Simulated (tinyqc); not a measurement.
Metal-interlayer-semiconductor contact, depinning against tunnelling resistance: contact resistivity against the conduction-band offset of the interlayer above the semiconductor.

Zero bias, n-type semiconductor. Gap states at the semiconductor surface thin out as exp(-be ti), which unpins the barrier; electrons must then cross the interlayer (a rectangular barrier, no voltage drop across it) and the parabolic depleted layer, both by WKB. Energies E are counted from the Fermi level; no image force, parabolic bands.

S = 1/(1 + (1/S0 - 1) exp(-be ti)); phiB = S (phiM - chi) + (1 - S)(Eg - E0); xi = Ec - EF deep inside, from Nd = Nc F(-xi/Vt), F(x) = (2/sqrt(pi)) int_0^infinity sqrt(u) du/(1 + exp(u - x)); band bending U = phiB - xi; E00 = (hbar/2) sqrt(Nd/(eps0 eps_r mt m0)) in volts; A = 4 pi q mA m0 kB^2/h^3. With U = phiB - xi: for xi < E < phiB, y = (E - xi)/U and G1 = (U/E00) [sqrt(1 - y) - y ln((1 + sqrt(1 - y))/sqrt(y))], G1 = 0 above phiB; G2 = 2 ti sqrt(mi max(phiB + dE - E, 0)/C), C = hbar^2/(2 m0); f = 1/(1 + exp(E/Vt)); 1/rho_c = (A T^2/Vt^2) times the integral of exp(-G1 - G2) f over E from xi upwards. Shares under 0.001 % are printed as 0; rows without band bending are left out.

Inputs (values chosen for the exercise); semiconductor values close to those of germanium; interlayer mass of the order of that in lanthanum oxide, offset chosen freely: temperature T = 400 K; band gap Eg = 0.675 eV; relative permittivity eps_r = 16.6; electron affinity chi = 4.06 eV; conduction-band density of states at T Nc = 1.6e19 cm^-3; tunnelling mass in the semiconductor mt = 0.118 m0; Richardson mass mA = 1.07 m0; donor density Nd = 4.2e18 cm^-3; charge-neutrality level above the valence band E0 = 0.087 eV; pinning factor without interlayer S0 = 0.049; metal work function phiM = 4.29 eV; interlayer thickness ti = 0.4 nm; tunnelling mass in the interlayer mi = 0.29 m0; decay constant of gap states through the interlayer be = 4.3 1/nm.

Constants: q = 1.602176634e-19 C, kB = 1.380649e-23 J/K, eps0 = 8.8541878128e-12 F/m, hbar = 1.054571817e-34 J s, h = 6.62607015e-34 J s, m0 = 9.1093837015e-31 kg, Vt = kB T/q, hbar^2/(2 m0) = 0.0380998212 eV nm^2. Results are converted to the units shown.

The same in every row: S = 0.223; phiB (eV) = 0.508; E00/Vt = 0.789.

Results:
```
dE (eV)	rho_c (ohm cm^2)	rho_c with G2 = 0 (ohm cm^2)	peak of the integrand (eV)	share above phiB (%)
0	1.63e-4	6.58e-5	0.332	3.86
0.5	4.10e-4	6.58e-5	0.320	2.16
1	7.31e-4	6.58e-5	0.316	1.98
1.5	0.00116	6.58e-5	0.315	1.90
2	0.00173	6.58e-5	0.314	1.86
3	0.00340	6.58e-5	0.313	1.80
```

Estimate the missing row, dE = 2.5 eV.

Computed row:
```
dE (eV)	rho_c (ohm cm^2)	rho_c with G2 = 0 (ohm cm^2)	peak of the integrand (eV)	share above phiB (%)
2.5	0.00246	6.58e-5	0.313	1.83
```

With this row back in the table: As dE goes from 0 to 3, phiB stays at 0.508 eV and rho_c rises from 1.63e-4 to 0.00340 ohm cm^2. The ratio of rho_c to its value with G2 = 0 runs from 2.47 to 51.6.

Numbers from tinyqc (`OMP_NUM_THREADS=1 python tinyqc.py 2270131 2270132 out.jsonl`; about 0.03 s on one thread of a shared Intel Xeon 2.30GHz).
